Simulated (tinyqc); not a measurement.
Against doping: dopants and charged point defects at anneal temperature: Fermi-level effect, clustering and pairing. Computed by tinyqc, a small Python program. Command: `OMP_NUM_THREADS=1 python tinyqc.py 3008456 3008457 out.jsonl pairing walk`. One thread of a shared host (Intel(R) Xeon(R) Processor @ 2.30GHz), about 0.01 s of CPU time with the checks.

Boltzmann statistics and full ionisation of active dopants. Energies are counted from the valence band; the defect (a vacancy or self-interstitial) has five charge states, with all degeneracy factors one.

Inputs (values chosen for the exercise, with bands modelled on InP):
```
quantity,value,unit
gap at 0 K E_g0,1.43,eV
Varshni alpha,0.000372,eV/K
Varshni beta,162,K
electron mass m_e,0.0781,m_0
valleys M_c,1,-
hole mass m_h,0.593,m_0
anneal temperature T,1010,K
total dopant density N,6e+18,cm^-3
formation enthalpy of the neutral defect H_f,3.3,eV
formation entropy S_f,6,k_B
site density N_s,4.3e+22,cm^-3
```

Dopant: donor. Second part: pairing with a mobile impurity.

defect levels as fractions of E_g(T): (2+/+), (+/0), (0/-), (-/2-): [0.1, 0.22, 0.46, 0.68]

Constants: m_0 = 9.1093837015e-31 kg; k_B = 1.380649e-23 J/K; h = 6.62607015e-34 J s; k_B = 8.617333262e-05 eV/K.

Method:
- E_g = E_g0 - alpha T^2/(T + beta).
- N_c = 2 M_c (2 pi m_e k_B T/h^2)^(3/2) and N_v = 2 (2 pi m_h k_B T/h^2)^(3/2), masses in units of m_0.
- n_i = sqrt(N_c N_v) exp(-E_g/2 k_B T); E_i = E_g/2 + (k_B T/2) ln(N_v/N_c).
- No clustering: A = N.
- n = A/2 + sqrt(A^2/4 + n_i^2) for an active density A.
- chi = n/n_i (for acceptors n_i/p); E_F = E_i + k_B T ln chi; field enhancement h = 1 + A/sqrt(A^2 + 4 n_i^2).
- C_0 = N_s exp(S_f/k_B) exp(-H_f/k_B T). Ratios to the neutral state at E_F = E_i: r_+ = exp((E(+/0) - E_i)/k_B T), r_2+ = r_+ exp((E(2+/+) - E_i)/k_B T), r_- = exp((E_i - E(0/-))/k_B T), r_2- = r_- exp((E_i - E(-/2-))/k_B T); at other E_F state q scales as chi^(-q). The enhancement is sum r_q chi^(-q)/sum r_q. The charge on the defects is left out of neutrality.
- chi = n/n_i; h = 1 + A/sqrt(A^2 + 4 n_i^2); the dopant diffusivity over its intrinsic value is D/D_i = enhancement x h x A/N, if every charge state carries the dopant equally well.

E_g = 1.10621 eV

k_B T = 0.0870351 eV

n_i = 2.68976e+16 cm^-3

E_i = 0.685435 eV

effective density of states N_b of the majority band = 3.38336e+18 cm^-3

neutral defects C_0 = 5.92425e+08 cm^-3

Charge states:
```
state,ratio r,intrinsic (cm^-3),doped (cm^-3)
2+,8.43102e-06,4.99474e+03,1.00374e-01
+,6.22490e-03,3.68779e+06,1.65318e+04
0,1.00000e+00,5.92425e+08,5.92425e+08
-,7.60497e+00,4.50538e+09,1.00502e+12
2-,3.53039e+00,2.09149e+09,1.04075e+14
```

Trend at the anneal temperature:
```
N (cm^-3),active A (cm^-3),chi,defect enhancement,mean charge,D/D_i
8.10e+14,8.10e+14,1.0152e+00,1.0184e+00,-1.2124,1.0337e+00
2.70e+15,2.70e+15,1.0514e+00,1.0629e+00,-1.2240,1.1162e+00
8.90e+15,8.90e+15,1.1790e+00,1.2255e+00,-1.2619,1.4255e+00
3.00e+16,3.00e+16,1.7027e+00,1.9921e+00,-1.3815,2.9623e+00
9.80e+16,9.80e+16,3.8999e+00,6.9475e+00,-1.6246,1.3038e+01
3.30e+17,3.30e+17,1.2350e+01,5.2164e+01,-1.8486,1.0365e+02
1.10e+18,1.10e+18,4.0920e+01,5.1259e+02,-1.9497,1.0246e+03
3.60e+18,3.60e+18,1.3385e+02,5.2931e+03,-1.9841,1.0586e+04
1.20e+19,1.20e+19,4.4614e+02,5.8154e+04,-1.9952,1.1631e+05
```

What does the comparison show, and why?

Well below n_i = 2.69e16 cm^-3 chi and the enhancement are near 1. At any doping d ln(enhancement)/d ln chi equals minus the mean charge, which goes from -1.21 to -2.00 over the rows. Rows with carriers above N_b lie beyond Boltzmann statistics. Caution: the carrier density exceeds the effective density of states, where Boltzmann statistics understate the shift of E_F and so the density of charged defects (gap narrowing, also left out, works the other way).
